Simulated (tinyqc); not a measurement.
What moves the results: valley splitting in a one-orbital chain of atomic planes (second-neighbour model). A value that a table varies takes the place of the one given here.

Each (001) plane carries one orbital with energy e0, hopping v to the next plane and u to the second: E(phi) = e0 + 2 v cos(phi) + 2 u cos(2 phi), where phi = pi - k a/4 (the sign of every second orbital is chosen so that v > 0, which shifts the phase by pi). The minimum lies at cos(phi0) = -v/(4u), phi0 = pi - (pi/2) k0 for a valley at k0 (2 pi/a), and e0 puts it at zero. A slab of N planes has hard walls: the matrix simply ends.

A well of Nw planes between barriers of 40 planes each (as of a SiGe alloy, taken as an offset alone). With x = j - 39.5 for plane j = 0, 1, ..., the potential is V0 (f(x) + f(Nw - x)) + F (j - 40) a/4, f(y) = 1/(1 + exp(y/L)), a step for L = 0; L is in planes, 4 L is about the distance over which f goes from 0.88 to 0.12, and 1 MV/m = 1e-4 V/angstrom.

Constants: hbar^2/2m0 = 3.80998211 eV angstrom^2.

Parameters, chosen for this exercise (near those of the Delta valleys of silicon; abrupt walls in this chain split the valleys several times more than measured wells; shifted at random, so the results belong to these values and not to a real crystal): a = 5.434 angstrom (lattice constant; planes lie a/4 apart); ml = 0.96 m0 (longitudinal mass); N0 = 47 (first number of planes); Nf = 120 (planes in the thick slab); V0 = 0.25 eV (barrier height); F = 10 MV/m (field); Nw = 53 (planes in the well); k0 = 0.868 2 pi/a (position of the valley).

## Splitting against the number of planes

u = 0.561408 eV
v = 0.462292 eV
e0 = 1.217986 eV
phi0 = 1.778141 rad

Ten slabs from N0 on, of thickness (N - 1) a/4 between the outer planes. Effective mass: E1 = (c/ml)(pi/W)^2 with W = (N + 2) a/4: the amplitude vanishes on two missing planes at each end, and the envelope has its nodes N + 2 spacings apart. Large-N estimate of the splitting: 16 pi^2 u |sin(phi0) sin((N + 2) phi0)|/(N + 2)^3.

Doublet (meV):
```
N   thickness (angstrom)  mean level  effective mass  splitting  estimate
47                 62.49        8.83            8.84      0.535     0.547
48                 63.85        8.48            8.49      0.568     0.561
49                 65.21        8.15            8.16      0.254     0.267
50                 66.57        7.85            7.85      0.604     0.603
51                 67.92        7.55            7.56      0.008     0.004
52                 69.28        7.28            7.28      0.537     0.540
53                 70.64        7.01            7.02      0.216     0.207
54                 72.00        6.76            6.77      0.397     0.403
55                 73.36        6.53            6.53      0.349     0.343
56                 74.72        6.30            6.31      0.221     0.229
```

What can be read from the table?

The mean level falls smoothly, from 8.8 to 6.3 meV, within 0.2 % of the effective-mass value. The splitting swings between 0.008 (N = 51) and 0.604 meV (N = 50): one plane more or less changes the phase between the two walls by phi0 = 1.778 rad. The estimate misses the computed values by at most 0.013 meV.

## Splitting against the electric field

A thick slab in a field F: plane j = 0, 1, ... gains the energy F j a/4 (1 MV/m = 1e-4 V/angstrom), which presses the electron against the first wall. The exponent is the slope of ln(splitting) against ln F between 20 and 50 MV/m.

Doublet:
```
F (MV/m)  mean level (meV)  splitting (meV)  splitting/F (meV per MV/m)
1                     7.77           0.1389                      0.1389
2                    12.25           0.2777                      0.1388
5                    22.28           0.6943                      0.1389
10                   34.93           1.3890                      0.1389
20                   54.57           2.7788                      0.1389
30                   70.68           4.1693                      0.1390
50                   97.64           6.9521                      0.1390
```

exponent = 1.00

How do the results move?

The splitting goes from 0.1389 to 6.9521 meV. At high field it grows as F^1.00: at a single hard wall it follows the squared slope of the envelope, which is proportional to F, while the level itself grows about as F^(2/3) (here F^0.64). A hard wall is the sharpest interface possible; real Si interfaces split several times less.

## Sharp and graded interfaces

The lowest doublet for several interface widths L.

Doublet:
```
L (planes)  4 L (angstrom)  mean level (meV)  splitting (micro-eV)
0.00                  0.00             32.01               1388.94
0.25                  1.36             32.19                694.80
0.50                  2.72             32.48                113.69
0.75                  4.08             32.84                 19.18
1.00                  5.43             33.30                  3.44
1.50                  8.15             34.44                  0.09
2.00                 10.87             35.81                  0.00
```

What can be read from the table?

The mean level moves by +3.8 meV over the table, while the splitting falls from 1388.9 micro-eV at a step to 3.44 at L = 1 plane, a factor 404. Coupling the valleys needs the Fourier component of the potential at twice the valley wave vector, a period of a few planes, and grading removes it. Random alloy disorder, left out here, sets the splitting once this part is gone.

## What each parameter does

Step interfaces (L = 0). u, v, e0 follow from 8 u sin^2(phi0) = (2c/ml)/(a/4)^2, v = -4u cos(phi0), e0 = 2u + v^2/(4u), c = hbar^2/2m0. Each row changes one parameter from the base and keeps the others.

Results:
```
case               mean level (meV)  splitting (micro-eV)
base                          32.01                1388.9
k0 = 0.878 2 pi/a             32.01                1387.2
ml = 1.056 m0                 31.03                1389.0
V0 = 0.375 eV                 32.74                1389.1
F = 20 MV/m                   48.58                2778.3
Nw = 54                       32.00                1393.4
```

How do the results move?

The largest shifts from the base row, up to three for each result and ties (the steps differ in size, so this ranks the rows, not the parameters). mean level (meV): F +16.58, ml -0.98, V0 +0.73; unchanged at the printed digits by k0. splitting (micro-eV): F +1389.4, Nw +4.5, k0 -1.7.

tinyqc: `OMP_NUM_THREADS=1 python tinyqc.py 1452812 1452813 out.jsonl`; about 0.01 s, one thread, shared Intel(R) Xeon(R) Processor @ 2.30GHz.
